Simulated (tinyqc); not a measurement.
Worked calculation: tight binding, kagome lattice. Computed by tinyqc, a small Python program that keeps every step. Settings: t1 = 0.5, t2 = 0.5, delta = 0, bands filled = 2. Command: `OMP_NUM_THREADS=1 python tinyqc.py 27043 27044 out.jsonl` (the two numbers bound the seeds that draw the settings). One thread of a shared host (Intel(R) Xeon(R) Processor @ 2.60GHz), about 0.01 s of CPU time with the checks.

## Bloch Hamiltonian at k

Parameters chosen for this model:
```
parameter,value,unit
t1,0.500000,"eV, up triangles"
t2,0.500000,"eV, down triangles"
delta,0,eV on site C
```

k point k (fractions of the reciprocal vectors): 0.030000  0.360000

H_AB = -t1 - t2 exp(-i k.a1), H_AC = -t1 - t2 exp(-i k.a2), H_BC = -t1 - t2 exp(i k.(a1 - a2)), H_CC = delta.

H(k) at k (eV):
```
,A,B,C
A,0.000000,-0.991144+0.093691i,-0.181288+0.385257i
B,-0.991144-0.093691i,0.000000,-0.259123+0.438153i
C,-0.181288-0.385257i,-0.259123-0.438153i,0.000000
```

## Levels at k

Diagonalise the Hermitian matrix.

eigenvalues (eV): -1.325563  0.325563  1.000000

weights |c|^2 of the basis functions:
```
,band 1,band 2,band 3
A,0.390123,0.137513,0.472364
B,0.410394,0.067617,0.521990
C,0.199483,0.794870,0.005647
```

## Bloch Hamiltonian at K

k point K (fractions of the reciprocal vectors): 0.333333  0.666667

As before.

H(k) at K (eV):
```
,A,B,C
A,0.000000,-0.250000+0.433013i,-0.250000-0.433013i
B,-0.250000-0.433013i,0.000000,-0.250000+0.433013i
C,-0.250000+0.433013i,-0.250000-0.433013i,0.000000
```

## Levels at K

As before.

eigenvalues (eV): -0.500000  -0.500000  1.000000

## Bands along a path

The same steps at evenly spaced points between the labelled ones.

Bands along the path (eV):
```
k,band 1,band 2,band 3
G,-2.000000,1.000000,1.000000
G-K 0.33,-1.766044,0.766044,1.000000
G-K 0.67,-1.173648,0.173648,1.000000
K,-0.500000,-0.500000,1.000000
K-M 0.33,-0.766044,-0.233956,1.000000
K-M 0.67,-0.939693,-0.060307,1.000000
M,-1.000000,0,1.000000
M-K' 0.33,-0.939693,-0.060307,1.000000
M-K' 0.67,-0.766044,-0.233956,1.000000
K',-0.500000,-0.500000,1.000000
```

With 2 band(s) filled, the highest filled level on these points lies at G and the lowest empty one at K: the bands touch or overlap, so there is no gap.
